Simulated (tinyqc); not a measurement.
MOS inversion layer, Poisson-Schroedinger loop: effect of the sheet density of electrons.

Electrons confined at an insulator interface at z = 0, treated as a hard wall; parabolic valleys, Hartree approximation, no image or exchange terms. The depletion charge lies far deeper than the electrons and gives a uniform field q Nd/(eps0 eps_r); the gate balances all charge. Energies are counted from the band edge at the interface.

Schroedinger equation -(C/mz) psi'' + (V0 + U + dE for set B) psi = E psi, C = hbar^2/(2 m0), psi(0) = 0, on a uniform mesh of 800 nodes with a far wall at 30 nm, 8 levels a set; V0 = q Nd z/(eps0 eps_r); dU/dz = q (Ns - integral of n from 0 to z)/(eps0 eps_r), U(0) = 0; N_k = g md m0 q Vt/(pi hbar^2) ln(1 + exp((EF - E_k)/Vt)), g the number of valleys of the set, sum N_k = Ns. Triangular well: E_k = a_k (C F^2/mz)^(1/3), a_1 = 2.338107, a_2 = 4.087949, C = hbar^2/(2 m0), F in eV/nm. Fang-Howard (all electrons in the lowest level of set A): b^3 = 6 (mz1/C) q (Nd + 11 Ns/32)/(eps0 eps_r), centroid 3/b, level C b^2/(4 mz1) + (3/b) q (Nd + 11 Ns/16)/(eps0 eps_r). The centroid adds 3.9 z_av/eps_r to an oxide-equivalent thickness.

Values chosen for this exercise; masses and permittivity close to those of silicon (100): temperature T = 400 K; relative permittivity eps_r = 11.7; mass along z of valley set A (2 valley(s)) mz1 = 0.9 m0; in-plane density-of-states mass of set A md1 = 0.19 m0; mass along z of valley set B (4 valley(s)) mz2 = 0.189 m0; in-plane density-of-states mass of set B md2 = 0.416 m0; sheet density of depletion charge Nd = 8.3e11 cm^-2; extra shift of set B (strain) dE = 0 eV.

Constants: q = 1.602176634e-19 C, kB = 1.380649e-23 J/K, hbar = 1.054571817e-34 J s, m0 = 9.1093837015e-31 kg, Vt = kB T/q, eps0 = 8.8541878128e-14 F/cm where lengths are in cm, hbar^2/(2 m0) = 0.0380998212 eV nm^2. Results are converted to the units shown.

Results:
columns A: Ns (cm^-2); B: A1 (meV); C: B1 (meV); D: EF (meV); E: share of A1 (%); F: share of set A (%); G: centroid z_av (nm); H: added oxide equivalent (nm); I: Fang-Howard centroid (nm)
```
A          B     C      D     E     F     G      H     I
1e11    47.7  79.5   -137  25.6  43.4  4.14   1.38  2.42
2.1e11  51.0  84.0   -107  26.5  44.0  4.05   1.35  2.39
4.5e11  57.8  93.6  -71.4  28.3  45.2  3.87   1.29  2.32
2.1e12  96.7   148   33.3  38.4  52.2  3.09   1.03  1.99
4.4e12   140   206    113  47.7  59.0  2.54  0.847  1.74
9.4e12   215   305    233  58.5  67.1  1.99  0.663  1.45
2e13     340   471    421  66.4  73.0  1.54  0.512  1.17
```

Estimate the missing row, Ns = 9.7e11 cm^-2.

Computed row:
columns A: Ns (cm^-2); B: A1 (meV); C: B1 (meV); D: EF (meV); E: share of A1 (%); F: share of set A (%); G: centroid z_av (nm); H: added oxide equivalent (nm); I: Fang-Howard centroid (nm)
```
A          B    C      D     E     F     G     H     I
9.7e11  71.3  112  -26.8  31.9  47.7  3.56  1.19  2.20
```

With this row back in the table: As Ns goes from 1e11 to 2e13, A1 rises from 47.7 to 340 meV, the share of A1 rises from 25.6 to 66.4 % and the centroid falls from 4.14 to 1.54 nm. A1 goes as Ns^(0.61) between the last two rows (a triangular well in the field of that charge alone gives 2/3). EF lies more than 2 meV above A1 for Ns = 9.4e12, 2e13. The Fang-Howard centroid is 41 % below the full one in the first row, where A1 holds 25.6 %, and 24 % below it in the last, where A1 holds 66.4 %.

Program tinyqc, `OMP_NUM_THREADS=1 python tinyqc.py 2160141 2160142 out.jsonl`; Intel Xeon 2.30GHz, shared host, one thread, about 0.9 s.
